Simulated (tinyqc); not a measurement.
Tight binding, honeycomb lattice, step by step. One step of it, computed by the program tinyqc.

Problem. Levels at k. Diagonalise the Hermitian matrix.

H(k) at k (eV):
```
                     A                    B
A             0.000000  -1.867905+0.443163i
B  -1.867905-0.443163i             0.000000
```

Give: eigenvalues; weights |c|^2 of the basis functions.

Solution.

eigenvalues (eV): -1.9198  1.9198

weights |c|^2 of the basis functions:
```
   band 1  band 2
A  0.5000  0.5000
B  0.5000  0.5000
```
